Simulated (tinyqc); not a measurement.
Which input was changed? Model: speciation in dilute and buffered hydrofluoric acid, oxide etch rate and bath loading. Computed by tinyqc, a small Python program. Command: `OMP_NUM_THREADS=1 python tinyqc.py 3121243 3121244 out.jsonl hfetch which`. One thread of a shared host (Intel(R) Xeon(R) Processor @ 2.30GHz), about 0.02 s of CPU time with the checks.

Concentrations stand for activities, NH4+ and Cl- are spectators, and water ionisation is neglected. H, F and HF2 denote the ions H+, F- and HF2-. The base temperature is 298 K.

Inputs (values chosen for the exercise, of the order of those for thermal oxide at room temperature): HF added = 0.18 mol/L; NH4F added = 0 mol/L; HCl added = 0.28 mol/L; K1 = [H][F]/[HF] = 0.000737 mol/L; K2 = [HF2]/([HF][F]) = 3.9 L/mol; K3 = [H2F2]/[HF]^2 = 2.84 L/mol; rate constant of neutral HF k_a = 14 nm L/(min mol); rate constant of HF2 k_b = 49 nm L/(min mol); activation energy = 0.35 eV; temperature error = 0.79 K; oxide removed per wafer = 3.7 nm.

Constants: k_B = 8.617333262e-05 eV/K.

Method:
- Fluoride balance: [HF] + [F] + 2 [HF2] + 2 [H2F2] = HF added + NH4F added. Acid balance: [H] + [HF] + [HF2] + 2 [H2F2] = HF added + HCl added. For a trial [H], [HF] = [H][F]/K1, and the fluoride balance is a quadratic in [F].
- The root is refined to 1e-13 in pH = -log10 [H].
- Rate = k_a ([HF] + 2 [H2F2]) + k_b [HF2], an empirical two-term form.
- Time = oxide/rate; a temperature error changes the rate by exp((E_a/k_B)(1/298 - 1/(298 + error))) - 1.

Problem. One of these inputs alone was changed, within the range given: HF added (0.09 to 0.36); HCl added (0.14 to 0.56); rate constant of neutral HF k_a (7 to 28); rate constant of HF2 k_b (24.5 to 98). Which one, and to what value?

Results:
```
run     etch rate (nm/min)  share of HF2 in the rate (%)  [HF2] (mol/L)
before            2.518561                     0.2427312   1.247619e-04
after             2.733913                     0.2236111   1.247619e-04
```

Solution.

Each candidate set to reproduce etch rate, and what it then gives:
```
candidate                                         range searched  value needed  share of HF2 in the rate (%)  [HF2] (mol/L)
HF added (mol/L)                                    0.09 to 0.36        0.1954                       0.25152     1.4033e-04
HCl added (mol/L)                                   0.14 to 0.56  out of reach                             -              -
rate constant of neutral HF k_a (nm L/(min mol))         7 to 28         15.20                       0.22361     1.2476e-04
rate constant of HF2 k_b (nm L/(min mol))             24.5 to 98  out of reach                             -              -
```

Only rate constant of neutral HF k_a fits every result: it went from 14 to 15.2 nm L/(min mol). The next best candidate, HF added, misses one result by 12 %.
